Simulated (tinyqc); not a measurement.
From results back to parameters: sp3s* tight binding. Three cases, with inputs chosen for the exercise.

Problem. Without spin-orbit coupling the s levels at Gamma are the roots of [[Esa, Vss], [Vss, Esc]], the p levels those of [[Epa, Vxx], [Vxx, Epc]], and the doubly degenerate valence level at X is the lower root of [[Epa, Vxy], [Vxy, Epc]]. The atomic differences are given; the levels below come from hidden parameters.

Find: Esa, Esc, Epa, Epc; |Vss|, |Vxx|, |Vxy|.

Method. The mean of a pair of roots is the mean of the two levels, which with the given difference fixes both; half the splitting, squared, less a quarter of the squared difference is V^2. At X the lower root lies sqrt((dEp/2)^2 + Vxy^2) below the mean p level.

Case 1.

Values chosen (out of a larger set: near a published set for InAs, fitted to gaps, whose masses and valley positions are rough; spin-orbit coupling, where it is added without a refit, lifts the valence top and shrinks all gaps by about a third of the splitting; not measured data): dEs = 6.888 eV (Esc - Esa); dEp = 2.833 eV (Epc - Epa).

s levels at Gamma (eV): -12.73009  0.43209

p levels at Gamma (eV): 0.00621  4.64879

valence level X5 = -2.34918 eV

Solution.

Esa, Esc, Epa, Epc (eV): -9.593  -2.705  0.911  3.744

|Vss|, |Vxx|, |Vxy| (eV): 5.608  1.839  4.457

Case 2.

Values chosen (out of a larger set: near a published set for AlAs, fitted to gaps, whose masses and valley positions are rough; not measured data): dEs = 6.384 eV (Esc - Esa); dEp = 2.612 eV (Epc - Epa).

s levels at Gamma (eV): -11.73572  3.02972

p levels at Gamma (eV): 0.00463  4.57137

valence level X5 = -2.19830 eV

Solution.

Esa, Esc, Epa, Epc (eV): -7.545  -1.161  0.982  3.594

|Vss|, |Vxx|, |Vxy| (eV): 6.657  1.873  4.292

Case 3.

Values chosen (out of a larger set: near a published set for InAs, fitted to gaps, whose masses and valley positions are rough; not measured data): dEs = 6.861 eV (Esc - Esa); dEp = 2.794 eV (Epc - Epa).

s levels at Gamma (eV): -12.70523  0.40023

p levels at Gamma (eV): 0.00056  4.61944

valence level X5 = -2.39135 eV

Solution.

Esa, Esc, Epa, Epc (eV): -9.583  -2.722  0.913  3.707

|Vss|, |Vxx|, |Vxy| (eV): 5.583  1.839  4.489

Computed by tinyqc, one run a case: `OMP_NUM_THREADS=1 python tinyqc.py N N+1 out.jsonl` with N = 1452394, 1452462, 1452555; one thread of a shared Intel(R) Xeon(R) Processor @ 2.30GHz, about 0.1 s a run at most.
